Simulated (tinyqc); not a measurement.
Inside a calculation. Model: quantum point contact as a saddle point.

Numbers from tinyqc (`OMP_NUM_THREADS=1 python tinyqc.py 2740129 2740130 out.jsonl`; about 0.06 s on one thread of a shared Intel Xeon 2.30GHz). Printed values are rounded.

Potential V0 - m wx^2 x^2/2 + m wy^2 y^2/2; energies are counted from V0. Mode n = 0, 1, ... transmits T_n(E) = 1/(1 + exp(-2 pi (E - E_n)/wx)), E_n = wy (n + 1/2); each mode carries 2 q^2/h.

Parameters, values chosen for the exercise: temperature T = 1.5 K; transverse quantum hbar wy wy = 1.9 meV; curvature of the barrier hbar wx wx = 1.2 meV; Fermi level above the saddle point mu = 5.65 meV; points of the energy grid nE = 13; half-range of the grid in kB T xm = 8.

Constants: q = 1.602176634e-19 C, kB = 1.380649e-23 J/K, h = 6.62607015e-34 J s, Vt = kB T/q. Results are converted to the units shown.

## Transmissions at the Fermi level

At zero temperature g = G/(2 q^2/h) = sum T_n(mu); Fano factor sum T_n (1 - T_n)/sum T_n. Modes beyond those listed are in the sums but add less than 1e-4 to g.

| mode | E_n (meV) | T_n |
|---|---|---|
| 0 | 0.950000 | 1.000000 |
| 1 | 2.850000 | 1.000000 |
| 2 | 4.750000 | 0.991097 |
| 3 | 6.650000 | 0.005293 |
| 4 | 8.550000 | 0.000000 |

g = 2.9964
G = 232.16 uS
Fano factor = 0.004702

## Thermal average on a coarse grid

g(T) = int g(E) (-df/dE) dE = int g(mu + x kB T) dx/(4 cosh^2(x/2)), g(E) the zero-temperature value at E, g = G/(2 q^2/h). Simpson's rule on nE equally spaced x from -xm to xm.

| point | x | E (meV) | g(E) | weight |
|---|---|---|---|---|
| 0 | -8.000000 | 4.615920 | 2.331287 | 0.0003352 |
| 1 | -6.666667 | 4.788267 | 2.549943 | 0.0012694 |
| 2 | -5.333333 | 4.960613 | 2.750907 | 0.0047817 |
| 3 | -4.000000 | 5.132960 | 2.881688 | 0.0176627 |
| 4 | -2.666667 | 5.305307 | 2.949092 | 0.0607482 |
| 5 | -1.333333 | 5.477653 | 2.980484 | 0.1650910 |
| 6 | 0.000000 | 5.650000 | 2.996390 | 0.2500000 |
| 7 | 1.333333 | 5.822347 | 3.009321 | 0.1650910 |
| 8 | 2.666667 | 5.994693 | 3.029861 | 0.0607482 |
| 9 | 4.000000 | 6.167040 | 3.073270 | 0.0176627 |
| 10 | 5.333333 | 6.339387 | 3.164095 | 0.0047817 |
| 11 | 6.666667 | 6.511733 | 3.326446 | 0.0012694 |
| 12 | 8.000000 | 6.684080 | 3.544510 | 0.0003352 |

integral of the weight = 0.9933221
g(T) = 2.972962
g(T) divided by the integral of the weight = 2.992949

A converged quadrature gives 2.9930; this grid is 0.67 % below that, and its weight integrates to 0.9933 in place of 1.
